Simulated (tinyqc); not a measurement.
Joint density of states against eps2: interband optics of a two-band s-p chain from momentum matrix elements.

H(k) = [[Es - 2 ts cos ka, 2i V sin ka], [-2i V sin ka, Ep_ + 2 tp cos ka]] in the basis s, p; the lower band is full, with two electrons a cell. The velocity operator times hbar is W = dH/dk (eV angstrom); intra-atomic dipoles are left out.

With w(k) = |<c|W|v>|^2 and D(k) = Ec - Ev, on the mesh k_j = (j + 1/2)/N (2 pi/a): eps(E) = 1 + (8 pi e2/(a Ar)) mean_j (w/D^2) [1/(D - E - i eta) + 1/(D + E + i eta)], e2 = e^2/(4 pi eps0); light polarised along the chains, no local fields.

Constants: e^2/(4 pi eps0) = 14.39964547 eV angstrom.

Parameters, chosen for this exercise:
```
symbol  value  unit        meaning
a       2.61   angstrom    period
Es      2.87   eV          upper orbital (s)
Ep_     -3.75  eV          lower orbital (p)
ts      0.7    eV          s-s hopping
tp      0.26   eV          p-p hopping
V       1.34   eV          s-p hopping
Ar      11     angstrom^2  cross-section per chain
eta     0.3    eV          Lorentzian half width
```

Mesh of 2000 points. J(E) = mean of (eta/pi)/((E - D)^2 + eta^2). The fourth column is J times the constant (8 pi^2 e2/(a Ar)) mean(w/D^2). R = |(sqrt(eps) - 1)/(sqrt(eps) + 1)|^2.

Spectrum:
```
E (eV)  J (1/eV)   eps2  eps2 with constant element    eps1      R
4.10       0.027  1.499                       0.514   5.962  0.184
4.59       0.088  5.947                       1.700   6.981  0.283
5.08       0.124  6.783                       2.384   0.194  0.351
5.57       0.106  3.623                       2.044  -0.954  0.335
6.06       0.100  2.025                       1.935  -0.578  0.280
6.55       0.102  1.203                       1.973   0.041  0.165
7.04       0.112  0.810                       2.156   0.749  0.044
7.53       0.134  0.782                       2.584   1.619  0.034
8.02       0.195  1.523                       3.746   2.908  0.098
8.51       0.427  5.704                       8.228   2.861  0.264
9.00       0.333  3.958                       6.407  -3.053  0.505
9.49       0.086  1.034                       1.653  -2.013  0.644
```

Transitions span 4.700 to 8.888 eV. Among the energies listed J peaks at 8.51 eV and eps2 at 5.08 eV. The ratio of eps2 to the constant-element value is 2.84 at 5.08 eV and 0.69 at 8.51 eV: w/D^2 is 2.215 angstrom^2 at the zone centre and 0.671 at the edge.

tinyqc: `OMP_NUM_THREADS=1 python tinyqc.py 1650389 1650390 out.jsonl`; about 0.01 s, one thread, shared Intel(R) Xeon(R) Processor @ 2.30GHz.
